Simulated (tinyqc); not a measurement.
# Ground and coupling capacitance from two measurements

Inverse problem. A line has Cg to the planes and Cc to each of two neighbours. Find Cg, Cc, the load when both neighbours switch in antiphase, and the pulse on the line when it floats and both neighbours swing by Vx.

Inputs (values chosen for the exercise):
- Vx = 0.8 V (swing)

capacitance with neighbours driven alike and with neighbours grounded (aF/um): [100, 226]

Answer. Driven alike, Cc carries no charge, which leaves Cg; grounded neighbours give Cg + 2 Cc, antiphase Cg + 4 Cc; a floating line divides the swing as 2 Cc/(Cg + 2 Cc).

Cg = 100 aF/um
Cc = 63.0 aF/um
load in antiphase = 352 aF/um
pulse = 0.446 V

Program tinyqc, `OMP_NUM_THREADS=1 python tinyqc.py 2790119 2790120 out.jsonl`; Intel Xeon 2.30GHz, shared host, one thread, about 0.5 s.
